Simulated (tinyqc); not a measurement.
Metal-interlayer-semiconductor contact, depinning against tunnelling resistance: one step of the calculation.

Zero bias, n-type semiconductor. Gap states at the semiconductor surface thin out as exp(-be ti), which unpins the barrier; electrons must then cross the interlayer (a rectangular barrier, no voltage drop across it) and the parabolic depleted layer, both by WKB. Energies E are counted from the Fermi level; no image force, parabolic bands.

Problem. Pinning, barrier and scales. S = 1/(1 + (1/S0 - 1) exp(-be ti)); phiB = S (phiM - chi) + (1 - S)(Eg - E0); xi = Ec - EF deep inside, from Nd = Nc F(-xi/Vt), F(x) = (2/sqrt(pi)) int_0^infinity sqrt(u) du/(1 + exp(u - x)); band bending U = phiB - xi; E00 = (hbar/2) sqrt(Nd/(eps0 eps_r mt m0)) in volts; A = 4 pi q mA m0 kB^2/h^3.

Values chosen for this exercise; semiconductor values close to those of gallium arsenide; interlayer mass of the order of that in hafnium oxide, offset chosen freely: temperature T = 400 K; band gap Eg = 1.37 eV; relative permittivity eps_r = 13; electron affinity chi = 3.95 eV; conduction-band density of states at T Nc = 6.77e17 cm^-3; tunnelling mass in the semiconductor mt = 0.0696 m0; Richardson mass mA = 0.0668 m0; donor density Nd = 4.8e18 cm^-3; charge-neutrality level above the valence band E0 = 0.49 eV; pinning factor without interlayer S0 = 0.1; metal work function phiM = 4.39 eV; interlayer thickness ti = 0.8 nm; decay constant of gap states through the interlayer be = 5.1 1/nm.

Constants: q = 1.602176634e-19 C, kB = 1.380649e-23 J/K, eps0 = 8.8541878128e-12 F/m, hbar = 1.054571817e-34 J s, h = 6.62607015e-34 J s, m0 = 9.1093837015e-31 kg, Vt = kB T/q. Results are converted to the units shown.

Wanted: S; phiB; xi; U; E00; A.

Solution.

S = 0.86793
phiB = 0.49811 eV
xi = -0.14684 eV
U = 0.64495 eV
E00 = 0.042763 eV
A = 8.0276 A/(cm^2 K^2)

tinyqc, about 0.02 s, one thread, Intel Xeon 2.30GHz (shared host): `OMP_NUM_THREADS=1 python tinyqc.py 2270022 2270023 out.jsonl`
